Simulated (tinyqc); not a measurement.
Thermal resistances of a two-die stack.

Question. Heat leaves through the lower die only, and the system is linear. Find the resistance R1 from the lower die to the coolant, R2 between the dies, and the rise of the upper die when both are powered.

Values chosen for this exercise:
```
symbol,value,unit,meaning
P1,23,W,power of the lower die
P2,14,W,power of the upper die
```

rises of the lower and upper die with only the lower one powered (K): 14.03  14.03
rises of the lower and upper die with only the upper one powered (K): 8.54  12.32

Answer. With only the lower die powered no heat crosses R2, so both dies rise by P1 R1; the difference in the second test is P2 R2; rises add.

R1 = 0.6100 K/W
R2 = 0.2700 K/W
rise of the upper die = 26.35 K

Program tinyqc, `OMP_NUM_THREADS=1 python tinyqc.py 2162129 2162130 out.jsonl`; Intel Xeon 2.30GHz, shared host, one thread, about 0.03 s.
